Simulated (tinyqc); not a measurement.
## Trap depth and cross-section from two peaks

Inverse problem. A DLTS peak lies where ew = sn g T^2 exp(-Et/kB T), g = vth Nc/(300 K)^2. Find Et and sn.

Values chosen for this exercise:
- Nc = 5.77e17 cm^-3 (conduction-band density of states at 300 K)
- vth = 4.2e7 cm/s (thermal velocity at 300 K)

Constants: q = 1.602176634e-19 C, kB = 1.380649e-23 J/K. Results are converted to the units shown.

peak temperatures for ew = 10 and 2000 1/s (K): 259.72285  342.37095

Solution. The slope of ln(ew/T^2) against q/kB T is -Et, and the intercept is ln(sn g).

Et = 0.440 eV
sn = 1.90e-16 cm^2

Numbers from tinyqc (`OMP_NUM_THREADS=1 python tinyqc.py 2050074 2050075 out.jsonl`; about 0.01 s on one thread of a shared Intel Xeon 2.30GHz).
